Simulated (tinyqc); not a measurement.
# Resistance of a source-drain extension with a graded tip: effect of the position under the gate where the fall begins

y runs along the channel, the gate covers y > 0. The doping is N0 for y < y0 and N0 10^(-(y - y0)/la) beyond, uniform over the depth xj. Sheet conductance s(y) = q mu(N) max(N - Nch, 0) xj + (for y > 0) ma Cox Vo, with mu(N) = u0 + (u1 - u0)/(1 + (N/Nr)^au) and Cox = eps0 eox/tox. Current is taken as one-dimensional; depletion of the tip, spreading and the contact are left out. The metallurgical junction lies at yj, where N = Nch.

R_spacer = integral of dy/s from -Ls to 0, R_ov from 0 to yj, R_channel = (Lg - 2 yj)/(ma Cox Vo), R_total = 2 R_spacer + 2 R_ov + R_channel. Electrical length L_eff = ma Cox dR_total/d(1/Vo); R_series = R_total - L_eff/(ma Cox Vo).

Parameters, values chosen for the exercise; mobility law close to that of electrons in silicon:
```
symbol   value        unit                                                                 meaning
eox       8.88              relative permittivity of the gate insulator (close to aluminium oxide)
tox        4.3          nm                                                     insulator thickness
N0      1.6e20       cm^-3                        active doping of the extension far from the gate
la         4.2   nm/decade                                                      lateral abruptness
xj           7          nm                                                  depth of the extension
Nch     3.5e17       cm^-3                                                          channel doping
Ls          23          nm                                                           spacer length
Vo        0.36           V                                                          gate overdrive
ma         110  cm^2/(V s)                                      mobility of the gate-induced layer
u1        1414  cm^2/(V s)                                                  mobility at low doping
u0        68.5  cm^2/(V s)                                                 mobility at high doping
Nr      9.2e16       cm^-3                                                        reference doping
au       0.711                                                                            exponent
Lg          50          nm                                                             gate length
```

Constants: q = 1.602176634e-19 C, eps0 = 8.8541878128e-14 F/cm where lengths are in cm. Results are converted to the units shown.

Effect of the position under the gate where the fall begins:
```
y0 (nm)  yj (nm)  R_spacer (ohm um)  R_ov (ohm um)  R_channel (ohm um)  R_total (ohm um)  L_eff (nm)  R_series (ohm um)
-6         5.172              38.04          51.40               547.7             726.5       45.25              101.6
-4         7.172              23.41          61.44               492.4             662.1       41.79              84.96
-2         9.172              18.18          66.79               437.2             607.1       37.95              83.02
0          11.17              17.09          69.12               381.9             554.4       33.98              85.11
2          13.17              17.09          70.54               326.7             502.0       29.99              87.78
4          15.17              17.09          71.95               271.5             449.5       26.00              90.46
6          17.17              17.09          73.36               216.2             397.1       22.01              93.14
8          19.17              17.09          74.77               161.0             344.7       18.02              95.81
```

As y0 goes from -6 to 8, R_total falls from 727 to 345 ohm um, L_eff falls from 45.3 to 18.0 nm and R_series goes from 102 through a minimum of 83.0 (at y0 = -2 among the rows listed) to 95.8 ohm um. More overlap also shortens the channel and adds capacitance, effects on threshold and speed that are left out.

Numbers from tinyqc (`OMP_NUM_THREADS=1 python tinyqc.py 2282190 2282191 out.jsonl`; about 0.03 s on one thread of a shared Intel Xeon 2.30GHz).
